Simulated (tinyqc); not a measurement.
Modulation-doped quantum well, Poisson-Schroedinger loop: one step of the calculation.

A well of width L centred at z = 0 between barriers Vb; effective-mass electrons, parabolic bands. The electrons come from donor sheets outside the mesh, a share fL of Ns on the left and the rest on the right, so the structure is neutral. Energies are counted from the band edge of the well, with U = 0 on the first node in the Hartree part.

Question. Density, output potential and mixing. n_i = sum_k N_k |psi_k|^2 (converted to cm^-3). Hartree part by Gauss: on the interval after node i the enclosed sheet charge is S_i = fL Ns - hz sum_(j<=i) n_j, and U_(i+1) = U_i + q S_i hz/(eps0 eps_r) in eV, U_1 = 0. Mixing: U(new) = U + a (U(out) - U).

Parameters, values chosen for the exercise; material values close to those of In0.53Ga0.47As in InP:
```
symbol   value   unit                               meaning
eps_r     14.2           relative permittivity (all layers)
Ns      6.4e11  cm^-2            sheet density of electrons
fL        0.25         share of the donors on the left side
a            1                                mixing factor
```

Constants: q = 1.602176634e-19 C, eps0 = 8.8541878128e-14 F/cm where lengths are in cm. Results are converted to the units shown.

```
node	z (nm)	self-consistent potential U at the start (eV)	|psi|^2 of E1 (1/nm)	|psi|^2 of E2 (1/nm)	|psi|^2 of E3 (1/nm)
1	-24.7	0	0.000000002	0.000000047	0.000000186
2	-20.9	0	0.000000249	0.000004649	0.000015262
3	-17.1	0	0.000027063	0.000440211	0.001182792
4	-13.3	0	0.001716971	0.024371369	0.053802135
5	-9.5	0	0.005510848	0.050498247	0.050778222
6	-5.7	0	0.013755311	0.060788502	0.004686967
7	-1.9	0	0.028309274	0.039875671	0.019292574
8	1.9	0	0.047840986	0.006906074	0.054777497
9	5.7	0	0.064073383	0.004672913	0.015280126
10	9.5	0	0.063041844	0.034712255	0.010840076
11	13.3	0	0.038094581	0.039920898	0.050944095
12	17.1	0	0.000777351	0.000952527	0.001528120
13	20.9	0	0.000009904	0.000014315	0.000029281
14	24.7	0	0.000000127	0.000000216	0.000000561
```

N_k (cm^-2): E1 4.4463612e11, E2 1.7067858e11, E3 2.4685304e10

Give: n; U(out); U after round 1.

Answer.

```
node	n (1e17 cm^-3)	U(out) (eV)	U after round 1 (eV)
1	0.000	0.00000	0.00000
2	0.000	0.00775	0.00775
3	0.012	0.01550	0.01550
4	0.625	0.02322	0.02322
5	1.232	0.02980	0.02980
6	1.661	0.03411	0.03411
7	1.987	0.03536	0.03536
8	2.380	0.03295	0.03295
9	2.966	0.02617	0.02617
10	3.422	0.01393	0.01393
11	2.501	-0.00461	-0.00461
12	0.055	-0.02775	-0.02775
13	0.001	-0.05099	-0.05099
14	0.000	-0.07424	-0.07424
```

Program tinyqc, `OMP_NUM_THREADS=1 python tinyqc.py 2140107 2140108 out.jsonl`; Intel Xeon 2.30GHz, shared host, one thread, about 0.2 s.
